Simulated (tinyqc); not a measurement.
The diagram with and without ligand: potential-pH (Pourbaix) lines of a metal, its cation, its oxide and an oxyanion, with a complexing ligand. Computed by tinyqc, a small Python program. Command: `OMP_NUM_THREADS=1 python tinyqc.py 3011356 3011357 out.jsonl pourb walk`. One thread of a shared host (Intel(R) Xeon(R) Processor @ 2.30GHz), about 0.02 s of CPU time with the checks.

Potentials are against the standard hydrogen electrode; solids and water have unit activity; dG_f of M, H+ and the electron is zero; F = e N_A and s = R T ln(10)/F. The cation carries z = 3.

Inputs (values chosen for the exercise, modelled on gallium):
```
quantity                                      value    unit
dG_f of the cation                           -161.3  kJ/mol
dG_f of the oxide                           -1000.6  kJ/mol
dG_f of the oxyanion                        -528.48  kJ/mol
dG_f of water                               -237.14  kJ/mol
temperature T                                298.15       K
log10 of the dissolved activity a                -6       -
log10 of the stability constant beta of ML        3       -
pKa of HL                                       5.6       -
total ligand c_L                               0.05   mol/L
```

Species: M, M3+, M2O3, MO2(-).

Constants: R = 8.314462618 J/(mol K); e = 1.602176634e-19 C; N_A = 6.02214076e+23 1/mol.

Method. M3+ + 3e = M; (1/2) M2O3 + 3H+ + 3e = M + (3/2) H2O; MO2(-) + 4H+ + 3e = M + 2H2O. For each, E0 = -dG/(z F), and E = E0 + (s/z) log10 a - (s n_H/z) pH, with no activity term for the oxide. The free ligand is c_L/(1 + 10^(pKa - pH)) (ligand in excess); dissolved metal is a in all, so the free cation is a/alpha, alpha = 1 + beta [L]; the cation line drops by (s/z) log10 alpha.

E0 (V): cation -0.557252, oxide -0.499523, oxyanion -0.187248

s = 0.0591593 V

Lines against the metal (V); the species with the lowest line is stable above it:
```
pH    cation    oxide  oxyanion  stable above  cation with ligand  stable above, ligand
0   -0.67557  -0.4995   -0.3056        cation            -0.67557             dissolved
2   -0.67557  -0.6178   -0.4633        cation            -0.67568             dissolved
4   -0.67557  -0.7362   -0.6211         oxide            -0.68242                 oxide
5   -0.67557  -0.7953   -0.7000         oxide            -0.69614                 oxide
6   -0.67557  -0.8545   -0.7788         oxide            -0.70644                 oxide
7   -0.67557  -0.9136   -0.8577         oxide            -0.70892                 oxide
8   -0.67557  -0.9728   -0.9366         oxide            -0.70921                 oxide
9   -0.67557  -1.0320   -1.0155         oxide            -0.70924                 oxide
10  -0.67557  -1.0911   -1.0944      oxyanion            -0.70924              oxyanion
12  -0.67557  -1.2094   -1.2521      oxyanion            -0.70924              oxyanion
14  -0.67557  -1.3278   -1.4099      oxyanion            -0.70924              oxyanion
```

What does the comparison show, and why?

Without ligand the oxide holds 6 of the eleven rows (pH 4 to 9), with it 6 (pH 4, 5, 6, 7, 8, 9). The ligand acts once beta [L] exceeds 1, from pH = pKa - log10(beta c_L) = 3.9 on; its line then falls by at most s/z per pH unit and flattens beyond pKa, 0.034 V below the free cation at most. The oxide line falls faster, by s per pH unit.

Extremes, crossings and ranges named in words are read from the listed rows.
